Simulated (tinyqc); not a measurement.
Inside a calculation. Method: LDA (PW92) atom on a uniform radial grid, spin-unpolarised, for Li. Computed by tinyqc, a small Python program that keeps every step. Settings: Z = 3, points = 64, R = 14.2, functional = lda,pw, mixing = 0.4, iteration cap = 83. Command: `OMP_NUM_THREADS=1 python tinyqc.py 20481 20482 out.jsonl` (the two numbers bound the seeds that draw the settings). One thread of a shared host (Intel(R) Xeon(R) Processor @ 2.60GHz), about 0.05 s of CPU time with the checks. Later iterations appear only in the table of the cycle.

## Iteration 1

Spherical atom on a uniform radial grid r_j = j h with h = R/(N + 1), h sum u^2 = 1 and integrals as h times sums, u(0) = u(R) = 0 (atomic units):
```
parameter            value
Z                        3
points N                64
R                14.200000
h                 0.218462
mixing            0.400000
electrons in 1s          2
electrons in 2s          1
```

Three-point differences turn -u''/2 + [l(l+1)/2r^2 - Z/r + V] u = e u into a tridiagonal matrix (diagonal 1/h^2 + potential, off-diagonal -1/2h^2). D = sum f u^2; the Hartree potential y/r solves y'' = -D/r with y(0) = 0, y(R) = N_e; v_xc comes from rho = D/(4 pi r^2); E = sum f e - int D V + int D (V_H/2 + eps_xc); V(new) = V + mixing (V_H + v_xc - V).

eigenvalues (hartree): [-4.0991, -1.0963]

Every 4th grid point:
```
r          V in     u(1s)      u(2s)         D     V_H       v_xc
0.8738   0.0000    0.7075    -0.2230    1.0508  2.7949    -0.5324
1.7477   0.0000    0.1205    -0.7467    0.5867  1.6212    -0.2912
2.6215   0.0000    0.0154    -0.5668    0.3217  1.1310    -0.1902
3.4954   0.0000    0.0017    -0.3032    0.0919  0.8566    -0.1101
4.3692   0.0000  1.86e-04    -0.1372    0.0188  0.6864    -0.0600
5.2431   0.0000  1.90e-05    -0.0562    0.0032  0.5722    -0.0314
6.1169   0.0000  1.89e-06    -0.0216  4.65e-04  0.4904    -0.0159
6.9908   0.0000  1.84e-07    -0.0079  6.22e-05  0.4291    -0.0078
7.8646   0.0000  1.77e-08    -0.0028  7.77e-06  0.3815    -0.0037
8.7385   0.0000  1.67e-09    -0.0010  9.18e-07  0.3433    -0.0018
9.6123   0.0000  1.57e-10  -3.22e-04  1.04e-07  0.3121    -0.0008
10.4862  0.0000  1.46e-11  -1.06e-04  1.13e-08  0.2861  -3.74e-04
11.3600  0.0000         0  -3.46e-05  1.20e-09  0.2641  -1.70e-04
12.2338  0.0000         0  -1.11e-05  1.22e-10  0.2452  -7.60e-05
13.1077  0.0000         0  -3.34e-06  1.11e-11  0.2289  -3.28e-05
13.9815  0.0000         0  -4.89e-07         0  0.2146     0.0000
```

total energy = -6.161148 hartree

## Iteration 2

As before.

eigenvalues (hartree): [-2.8761, -0.5886]

Every 4th grid point:
```
r          V in     u(1s)      u(2s)         D     V_H       v_xc
0.8738   0.9050    0.7547    -0.0865    1.1467  2.6757    -0.5470
1.7477   0.5320    0.1678    -0.6223    0.4435  1.5632    -0.2675
2.6215   0.3763    0.0292    -0.6266    0.3943  1.1108    -0.2021
3.4954   0.2986    0.0046    -0.4410    0.1945  0.8514    -0.1377
4.3692   0.2506    0.0007    -0.2632    0.0693  0.6853    -0.0886
5.2431   0.2163  9.92e-05    -0.1430    0.0205  0.5719    -0.0551
6.1169   0.1898  1.40e-05    -0.0732    0.0054  0.4904    -0.0335
6.9908   0.1685  1.94e-06    -0.0359    0.0013  0.4291    -0.0200
7.8646   0.1511  2.66e-07    -0.0171  2.93e-04  0.3815    -0.0118
8.7385   0.1366  3.61e-08    -0.0080  6.34e-05  0.3433    -0.0068
9.6123   0.1245  4.87e-09    -0.0036  1.32e-05  0.3121    -0.0039
10.4862  0.1143  6.53e-10    -0.0016  2.68e-06  0.2861    -0.0022
11.3600  0.1056  8.71e-11    -0.0007  5.27e-07  0.2641    -0.0012
12.2338  0.0981  1.16e-11  -3.13e-04  9.82e-08  0.2452    -0.0007
13.1077  0.0915         0  -1.23e-04  1.50e-08  0.2289  -3.55e-04
13.9815  0.0858         0  -2.07e-05  4.30e-10  0.2146  -1.05e-04
```

total energy = -6.463924 hartree

## Iteration 3

As before.

eigenvalues (hartree): [-2.2485, -0.3441]

Every 4th grid point:
```
r          V in     u(1s)      u(2s)         D     V_H       v_xc
0.8738   1.3945    0.7762    -0.0245    1.2055  2.5940    -0.5555
1.7477   0.8375    0.1990    -0.5093    0.3386  1.5163    -0.2465
2.6215   0.5892    0.0413    -0.6094    0.3748  1.0878    -0.1991
3.4954   0.4647    0.0079    -0.5067    0.2568  0.8428    -0.1496
4.3692   0.3890    0.0014    -0.3581    0.1282  0.6825    -0.1064
5.2431   0.3365  2.52e-04    -0.2310    0.0533  0.5711    -0.0735
6.1169   0.2966  4.37e-05    -0.1407    0.0198  0.4902    -0.0498
6.9908   0.2648  7.46e-06    -0.0825    0.0068  0.4291    -0.0333
7.8646   0.2385  1.26e-06    -0.0471    0.0022  0.3814    -0.0220
8.7385   0.2166  2.12e-07    -0.0264    0.0007  0.3433    -0.0144
9.6123   0.1980  3.54e-08    -0.0145  2.11e-04  0.3121    -0.0094
10.4862  0.1821  5.89e-09    -0.0079  6.20e-05  0.2861    -0.0060
11.3600  0.1685  9.76e-10    -0.0042  1.76e-05  0.2641    -0.0038
12.2338  0.1566  1.61e-10    -0.0021  4.61e-06  0.2452    -0.0024
13.1077  0.1463  2.63e-11    -0.0010  9.28e-07  0.2289    -0.0014
13.9815  0.1373         0  -1.75e-04  3.05e-08  0.2146  -4.29e-04
```

total energy = -6.565670 hartree

## Convergence

Stop when input and output potentials agree to 1e-7.

Course of the cycle (hartree):
```
iteration          E    e(1s)    e(2s)  largest |V(out) - V(in)|
1          -6.161148  -4.0991  -1.0963                  4.02e+00
2          -6.463924  -2.8761  -0.5886                  2.04e+00
3          -6.565670  -2.2485  -0.3441                  1.01e+00
4          -6.597716  -1.9308  -0.2238                  4.83e-01
5          -6.607507  -1.7724  -0.1636                  2.26e-01
6          -6.610482  -1.6948  -0.1332                  1.05e-01
7          -6.611395  -1.6575  -0.1177                  4.97e-02
8          -6.611681  -1.6399  -0.1098                  2.29e-02
9          -6.611772  -1.6320  -0.1058                  1.07e-02
10         -6.611802  -1.6286  -0.1038                  5.72e-03
11         -6.611812  -1.6273  -0.1029                  3.04e-03
...              ...      ...      ...                       ...
25         -6.611817  -1.6275  -0.1022                  6.60e-06
26         -6.611817  -1.6275  -0.1022                  4.20e-06
27         -6.611817  -1.6275  -0.1022                  2.67e-06
28         -6.611817  -1.6275  -0.1022                  1.69e-06
29         -6.611817  -1.6275  -0.1022                  1.06e-06
30         -6.611817  -1.6275  -0.1022                  6.70e-07
31         -6.611817  -1.6275  -0.1022                  4.21e-07
32         -6.611817  -1.6275  -0.1022                  2.63e-07
33         -6.611817  -1.6275  -0.1022                  1.65e-07
34         -6.611817  -1.6275  -0.1022                  1.03e-07
35         -6.611817  -1.6275  -0.1022                  6.41e-08
```

Converged in 35 iterations. A uniform grid resolves the cusp poorly: for a bare nucleus this grid gives 1s at -4.09905 against -Z^2/2 = -4.5 hartree. Before convergence this energy mixes input and output and is not variational, so it may rise towards its limit.
